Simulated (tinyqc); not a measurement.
Short-channel transistor, virtual-source model with series resistance: two steps of the calculation.

The current per gate width is the charge at the top of the source barrier (the virtual source) times its velocity times a saturation function; al and be are fitting constants of the model. Units: I in uA/um, Rs in ohm um, so I Rs = 1e-6 I Rs in volts; Q in uC/cm^2, so I = 1e-4 Q vx0 Fsat with vx0 in cm/s.

Values chosen for this exercise:
- T = 300 K (temperature)
- Cinv = 3.07 uF/cm^2 (inversion capacitance)
- vx0 = 7.67e6 cm/s (velocity at the virtual source)
- mu = 590 cm^2/(V s) (apparent mobility)
- L = 90 nm (channel length)
- VT0 = 0.425 V (threshold at zero drain voltage)
- dl = 0.156 V/V (drain-induced barrier lowering)
- n0 = 1.35 (subthreshold factor)
- nd = 0 1/V (growth of n with drain voltage)
- al = 3.5 (threshold shift (in units of Vt) from weak to strong inversion)
- be = 2 (sharpness of saturation)
- Rs = 90 ohm um (series resistance of each contact)
- Vgs = 0.61 V (gate voltage)
- Vds = 0.05 V (drain voltage)

Constants: q = 1.602176634e-19 C, kB = 1.380649e-23 J/K, Vt = kB T/q. Results are converted to the units shown.

Problem 1. Current through the series resistance. Intrinsic voltages Vg' = Vgs - I Rs, Vd' = Vds - 2 I Rs. n = n0 + nd Vd', VT = VT0 - dl Vd', Ff = 1/(1 + exp((Vg' - VT + al Vt/2)/(al Vt))), Q = Cinv n Vt ln(1 + exp((Vg' - VT + al Vt Ff)/(n Vt))), Vdsat = (vx0 L/mu)(1 - Ff) + Vt Ff, Fsat = u/(1 + u^be)^(1/be) with u = Vd'/Vdsat, and I(out) = Q vx0 Fsat per width. (Fsat takes the sign of u.) I(new) = I(out).

I after iteration 1 = 192.62381 uA/um

Find: Vg'; Vd'; VT; Ff; Q; Vdsat; Fsat; I(out); I after iteration 2.

Solution 1.

Vg' = 0.5927 V
Vd' = 0.01533 V
VT = 0.4226 V
Ff = 0.08475
Q = 0.5463 uC/cm^2
Vdsat = 0.1093 V
Fsat = 0.1389
I(out) = 58.20 uA/um
I after iteration 2 = 58.20 uA/um

Problem 2. What the series resistance costs. n = n0 + nd Vd', VT = VT0 - dl Vd', Ff = 1/(1 + exp((Vg' - VT + al Vt/2)/(al Vt))), Q = Cinv n Vt ln(1 + exp((Vg' - VT + al Vt Ff)/(n Vt))), Vdsat = (vx0 L/mu)(1 - Ff) + Vt Ff, Fsat = u/(1 + u^be)^(1/be) with u = Vd'/Vdsat, and I = Q vx0 Fsat per width. I0 is the current for Rs = 0. Effective velocity I/Q; transit time L Q/I.

converged I = 113.82414 uA/um
I0 = 192.62381 uA/um

Give: loss against I0; effective velocity; transit time.

Solution 2.

loss against I0 = 40.91 %
effective velocity = 1.988e6 cm/s
transit time = 4.527 ps

tinyqc, about 0.01 s, one thread, Intel Xeon 2.30GHz (shared host): `OMP_NUM_THREADS=1 python tinyqc.py 2380013 2380014 out.jsonl`
